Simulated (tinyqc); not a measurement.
# Worked calculation: p-n diode with diffusion and depletion-layer recombination

Program tinyqc, `OMP_NUM_THREADS=1 python tinyqc.py 2260153 2260154 out.jsonl`; Intel Xeon 2.30GHz, shared host, one thread, about 0.01 s. Printed values are rounded.

Abrupt junction in the depletion approximation, low injection, full ionisation, neutral widths fixed, ohmic contact on the p side. Vj is the junction voltage; where a series resistance Rs is given, V = Vj + J Rs is the terminal voltage.

Inputs (values chosen for the exercise); band and dielectric values close to those of silicon: temperature T = 300 K; band gap Eg = 1.13 eV; relative permittivity eps_r = 11.7; conduction-band density of states at T Nc = 2.82e19 cm^-3; valence-band density of states at T Nv = 2.69e19 cm^-3; acceptor density Na = 3.3e16 cm^-3; donor density Nd = 3.9e15 cm^-3; electron mobility in the p side mun = 800 cm^2/(V s); hole mobility in the n side mup = 460 cm^2/(V s); electron lifetime tn = 2e-8 s; hole lifetime tp = 9e-6 s; neutral width of the p side wp = 2.9 um; neutral width of the n side wn = 7.7 um; recombination velocity at the n contact Sp = 1e7 cm/s; series resistance Rs = 0.022 ohm cm^2; trap level above the intrinsic level Et = 0.04 eV; junction voltage at which recombination is evaluated Vj = 0.4 V; terminal voltage V = 0.65 V.

Constants: q = 1.602176634e-19 C, kB = 1.380649e-23 J/K, Vt = kB T/q, eps0 = 8.8541878128e-14 F/cm where lengths are in cm. Results are converted to the units shown.

Range of the model: At the terminal voltage used the injected minority density exceeds a tenth of the lighter doping, so the low-injection formulas overstate the current.

## Diffusion lengths and saturation currents

ni = sqrt(Nc Nv) exp(-Eg/(2 Vt)), Eg in volts; D = mu Vt; Ln = sqrt(Dn tn), Lp = sqrt(Dp tp); J0n = q ni^2 Dn coth(wp/Ln)/(Ln Na); J0p = (q ni^2 Dp/(Lp Nd)) (s + tanh(wn/Lp))/(1 + s tanh(wn/Lp)), s = Sp Lp/Dp.

ni = 8.880112e9 cm^-3
Ln = 6.431423 um
Lp = 103.4540 um
J0n = 2.912943e-11 A/cm^2
J0p = 5.004689e-11 A/cm^2

wp/Ln = 0.45 and wn/Lp = 0.074; holes carry 63.2 % of the diffusion current.

## Recombination in the depleted layer

ni = sqrt(Nc Nv) exp(-Eg/(2 Vt)), Eg in volts. Vbi = Vt ln(Na Nd/ni^2), W = sqrt(2 eps0 eps_r (Vbi - Vj)(1/Na + 1/Nd)/q), xp = W Nd/(Na + Nd), xn = W Na/(Na + Nd); u(x) = q Na (x + xp)^2/(2 eps0 eps_r) for x < 0 and Vbi - Vj - q Nd (xn - x)^2/(2 eps0 eps_r) for x > 0; p = Na exp(-u/Vt), n = Nd exp((u - Vbi + Vj)/Vt); U = ni^2 (exp(Vj/Vt) - 1)/(tp (n + ni exp(Et/Vt)) + tn (p + ni exp(-Et/Vt))); J_scr = q times the integral of U from -xp to xn. Trapezoid rule on 12 equal steps.

W = 348.1867 nm

| point | x (nm) | u (V) | n (cm^-3) | p (cm^-3) | U (cm^-3 s^-1) |
|---|---|---|---|---|---|
| 0 | -36.8002 | 0.0000000 | 1.253220e10 | 3.3e16 | 6.261464e17 |
| 1 | -7.7847 | 0.0214843 | 2.877053e10 | 1.437452e16 | 1.435359e18 |
| 2 | 21.2309 | 0.0730753 | 2.116595e11 | 1.953904e15 | 9.999434e18 |
| 3 | 50.2465 | 0.1213173 | 1.367946e12 | 3.023237e14 | 2.207604e19 |
| 4 | 79.2620 | 0.1644813 | 7.264262e12 | 5.693111e13 | 6.182490e18 |
| 5 | 108.2776 | 0.2025671 | 3.169608e13 | 1.304775e13 | 1.446522e18 |
| 6 | 137.2931 | 0.2355749 | 1.136347e14 | 3.639403e12 | 4.042009e17 |
| 7 | 166.3087 | 0.2635045 | 3.347402e14 | 1.235473e12 | 1.372565e17 |
| 8 | 195.3243 | 0.2863560 | 8.102076e14 | 5.104401e11 | 5.671256e16 |
| 9 | 224.3398 | 0.3041294 | 1.611299e15 | 2.566640e11 | 2.851747e16 |
| 10 | 253.3554 | 0.3168247 | 2.632980e15 | 1.570701e11 | 1.745195e16 |
| 11 | 282.3709 | 0.3244418 | 3.535170e15 | 1.169852e11 | 1.299819e16 |
| 12 | 311.3865 | 0.3269809 | 3.9e15 | 1.060417e11 | 1.178228e16 |

J_scr = 1.957888e-5 A/cm^2

With 2000 steps J_scr = 1.954e-5 A/cm^2; the coarse value is 0.21 % above it. U is largest at x = 50.2 nm among these points; the peak lies where tp n = tn p. On the fine grid U peaks at 2.346e19 cm^-3 s^-1, and J_scr/(q U_max) is 14.9 % of W, the effective width of the recombining zone.

## Starting value

Vj = Vt ln(V/(Rs J0)), the value at which all of V would drop over Rs.

Vj at the start = 0.6888336 V

## Iteration 1: new Vj

J0 = J0n + J0p = 7.917632e-11 A/cm^2

Diffusion current alone: J = J0 (exp(Vj/Vt) - 1), g = Vj + J Rs - V, g' = 1 + Rs J0 exp(Vj/Vt)/Vt, Vj(new) = Vj - g/g'.

J = 29.54545 A/cm^2
g = 0.6888336 V
g' = 26.14312
Vj after iteration 1 = 0.6624851 V

## Iteration 2: new Vj

As before.

J = 10.66239 A/cm^2
g = 0.2470575 V
g' = 10.07367
Vj after iteration 2 = 0.6379600 V

## Course of the iteration

Stop when the step is below 1e-10 V, or after 80 iterations.

Course of the iteration:

| iteration | Vj before the step (V) | step (V) |
|---|---|---|
| 1 | 0.6888336 | -0.0263 |
| 2 | 0.6624851 | -0.0245 |
| 3 | 0.6379600 | -0.0175 |
| 4 | 0.6205026 | -6.00e-3 |
| 5 | 0.6144992 | -4.78e-4 |
| 6 | 0.6140213 | -2.60e-6 |
| 7 | 0.6140187 | -7.63e-11 |

Converged in 7 iterations.
